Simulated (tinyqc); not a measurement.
Comparisons within one model: three-level Kane dispersion of a narrow-gap semiconductor. A value that a table varies takes the place of the one given here.

Zero of energy at Gamma8, c = hbar^2/2m0, P^2 = Ep c. The free-electron term and remote bands are left out, so the heavy holes are flat at E = 0 and the other three bands obey E (E - Eg)(E + Dso) = P^2 k^2 (E + 2 Dso/3). The conduction band is the highest root; its edge is Ec = max(Eg, 0).

Degenerate electrons at T = 0: kF = (3 pi^2 n)^(1/3), 1 cm^-3 = 1e-24 angstrom^-3; EF is the highest root at kF. The momentum (cyclotron, optical) mass is m(E) = hbar^2 k/(dE/dk) = c d(k^2)/dE with d(k^2)/dE = k^2 [1/E + 1/(E - Eg) + 1/(E + Dso) - 1/(E + 2 Dso/3)]; the density of states is k d(k^2)/dE/(2 pi^2).

Edge mass m0* = Eg (Eg + Dso)/(Ep (Eg + 2 Dso/3)).
Constants: hbar^2/2m0 = 3.80998211 eV angstrom^2.

Inputs chosen for the exercise (a gap close to zero; not measured data):
- Eg = 0.03 eV (E(Gamma6) - E(Gamma8))
- Dso = 1.02 eV (spin-orbit splitting)
- Ep = 18.6 eV (Kane energy)
- k = 0.026 1/angstrom (wave vector)
- n = 1.4e+18 cm^-3 (electron density)

## Filling the band

n from 1e15 to 1e19 cm^-3. The last column is the local power d ln(EF - Ec)/d ln n = kF^2/(1.5 (EF - Ec) d(k^2)/dE).

Results:
```
n (cm^-3),kF (1/angstrom),EF - Ec (meV),parabolic (meV),m(EF),m(EF)/m0*,power
1.0e+15,0.00309,11.2,15.3,0.0041,1.73,0.526
1.0e+16,0.00667,33.8,71.0,0.0076,3.18,0.440
3.0e+16,0.00961,54.0,147.6,0.0106,4.43,0.411
1.0e+17,0.01436,87.3,329.4,0.0154,6.46,0.390
3.0e+17,0.02071,132.9,685.1,0.0218,9.12,0.377
1.0e+18,0.03094,208.0,1528.7,0.0318,13.32,0.368
3.0e+18,0.04462,310.7,3179.9,0.0448,18.79,0.363
1.0e+19,0.06665,480.1,7095.7,0.0653,27.37,0.360
```

How do the results move?

The power falls from 0.526 to 0.360: 2/3 marks a parabola, 1/3 a linear band. The parabola errs by more than 10 % even in the first row. The mass has doubled by n = 1.0e+16 cm^-3 and ends at 27.4 times its edge value.

## Closing and inverting the gap

Eg is varied at fixed k, Dso and Ep. Edge mass: Eg (Eg + Dso)/(Ep (Eg + 2 Dso/3)) for Eg > 0, 3 |Eg|/(2 Ep) for Eg < 0. The Gamma6 weight of the conduction state is 1/(1 + P^2 k^2 [(2/3)/E^2 + (1/3)/(E + Dso)^2]).

Results:
```
Eg (eV),m0*,highest root (eV),middle (eV),lowest (eV),E - Ec (meV),Gamma6 weight
-0.400,0.03226,0.0701,-0.4442,-1.0459,70.1,0.133
-0.200,0.01613,0.1085,-0.2888,-1.0397,108.5,0.268
-0.080,0.00645,0.1486,-0.2114,-1.0372,148.6,0.407
-0.020,0.00161,0.1754,-0.1792,-1.0362,175.4,0.488
0.020,0.00160,0.1960,-0.1605,-1.0356,176.0,0.543
0.080,0.00623,0.2310,-0.1363,-1.0347,151.0,0.622
0.200,0.01491,0.3138,-0.1005,-1.0333,113.8,0.750
0.400,0.02828,0.4775,-0.0661,-1.0314,77.5,0.872
```

How do the results move?

The edge mass vanishes with |Eg| from both sides, yet the kinetic energy at this k stays finite, at most 176.0 meV in the table; at Eg = 0 the two-level form, without the split-off band, gives the linear value sqrt(2/3) P k = 178.7 meV. The Gamma6 weight of the conduction state goes smoothly from 0.13 to 0.87 and is 0.49 and 0.54 in the two rows next to Eg = 0: at finite k nothing jumps at the inversion.

## What each parameter does

Edge mass, EF - Ec and m(EF). Each row changes one parameter from the base and keeps the others.

Results:
```
case,m0* (m0),EF - Ec (meV),m(EF) (m0)
base,0.00239,235.30,0.03532
n = 2.8e+18 cm^-3,0.00239,302.97,0.04387
Eg = 0.0345 eV,0.00274,233.28,0.03533
Dso = 1.173 eV,0.00239,234.02,0.03560
Ep = 15.81 eV,0.00281,215.18,0.03849
```

What does this show?

The largest shifts from the base row, up to three for each result and ties (the steps differ in size, so this ranks the rows, not the parameters). m0* (m0): Ep +0.00042, Eg +0.00035; unchanged at the printed digits by n and Dso. EF - Ec (meV): n +67.66, Ep -20.12, Eg -2.02. m(EF) (m0): n +0.00855, Ep +0.00318, Dso +0.00028.

Computed by tinyqc, a small Python program: `OMP_NUM_THREADS=1 python tinyqc.py 1080613 1080614 out.jsonl` (the numbers bound the seed that draws the inputs); one thread of a shared host (Intel(R) Xeon(R) Processor @ 2.30GHz), about 0.01 s for the whole set of steps.
